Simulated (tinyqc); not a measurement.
Inputs raised by 5 %, one at a time: permeation of metal atoms or ions through a thin barrier or dielectric: time lag, field-aided drift and lifetime. Computed by tinyqc, a small Python program. Command: `OMP_NUM_THREADS=1 python tinyqc.py 3001168 3001169 out.jsonl barrier sens`. One thread of a shared host (Intel(R) Xeon(R) Processor @ 2.30GHz), about 0.03 s of CPU time with the checks.

The film 0 < x < d is empty at first; C = C0 at x = 0 and C = 0 at x = d. dC/dt = D d2C/dx2.

Inputs (values chosen for the exercise, for a model case: neutral metal atoms through a barrier):

| quantity | value | unit |
|---|---|---|
| thickness d | 2.6 | nm |
| prefactor D0 | 6.6e-07 | cm^2/s |
| activation energy E | 1.3 | eV |
| concentration at the source side C0 | 5.1e+18 | 1/cm^3 |
| charge number z | 0 | - |
| voltage V (positive drives ions across) | 0 | V |
| critical dose Q_c | 4e+10 | 1/cm^2 |
| test temperature T | 275 | C |
| use temperature T_u | 85 | C |

Constants: k_B = 8.617333262e-05 eV/K.

Method:
- D = D0 exp(-E/(k_B T)); time scale d^2/D; Peclet number P = z V/(k_B T), k_B T in eV; 1 nm = 1e-7 cm.
- Temperatures in kelvin are T(C) + 273.15.
- Steady flux J = (D C0/d) P/(1 - exp(-P)); time lag in units of d^2/D: s_L = [P (1 + exp(-P))/(1 - exp(-P)) - 2]/P^2 (P = 0: J = D C0/d, s_L = 1/6).
- Dose through the film Q(s) = C0 d {f (s - s_L) - 2 exp(P/2) sum_(n=1..200) (-1)^n n^2 pi^2 exp(-l_n s)/l_n^2}, l_n = n^2 pi^2 + P^2/4, f = P/(1 - exp(-P)) the relative flux.
- Solve Q = Q_c for s. At the use temperature D and P take T_u, with the same C0 and V; 1 year = 3.15576e7 s.

Runs:

| input moved | from | to | failure time at T (s) | failure time at T_u (years) | steady flux J (1/(cm^2 s)) | time lag (s) |
|---|---|---|---|---|---|---|
| base run | - | - | 13911 | 966 | 1.445e+07 | 15299 |
| thickness d (nm) | 2.6 | 2.73 | 15074 | 1047 | 1.376e+07 | 16867 |
| prefactor D0 (cm^2/s) | 6.6e-07 | 6.93e-07 | 13249 | 920 | 1.517e+07 | 14570 |
| activation energy E (eV) | 1.3 | 1.365 | 55080 | 7938 | 3.648e+06 | 60573 |
| concentration at the source side C0 (1/cm^3) | 5.1e+18 | 5.355e+18 | 13672 | 950 | 1.517e+07 | 15299 |
| critical dose Q_c (1/cm^2) | 4e+10 | 4.2e+10 | 14158 | 983 | 1.445e+07 | 15299 |

Exponents ln(y'/y) / ln(x'/x):

| input | failure time at T | failure time at T_u | steady flux J | time lag |
|---|---|---|---|---|
| thickness d | 1.645 | 1.645 | -1.000 | 2.000 |
| prefactor D0 | -1.000 | -1.000 | 1.000 | -1.000 |
| activation energy E | 28.204 | 43.166 | -28.204 | 28.204 |
| concentration at the source side C0 | -0.355 | -0.355 | 1.000 | 0.000 |
| critical dose Q_c | 0.359 | 0.359 | 0.000 | 0.000 |

Among the inputs moved here: failure time at T answers most in size to activation energy E (exponent +28.204), next to thickness d (+1.645). Its exponent -1.000 in prefactor D0: D sets the clock. Failure time at T_u answers most in size to activation energy E (exponent +43.166), next to thickness d (+1.645). Steady flux J answers most in size to activation energy E (exponent -28.204), next to thickness d (-1.000); its exponent is below 0.0005 for critical dose Q_c. Time lag answers most in size to activation energy E (exponent +28.204), next to thickness d (+2.000); its exponent is below 0.0005 for concentration at the source side C0, critical dose Q_c. Its exponent +2.000 in thickness d: the lag scales as d^2/D, with P independent of d.

Caution (all rows): grain boundaries, pinholes, trapping and space charge are left out; thin real barriers usually fail at defects.
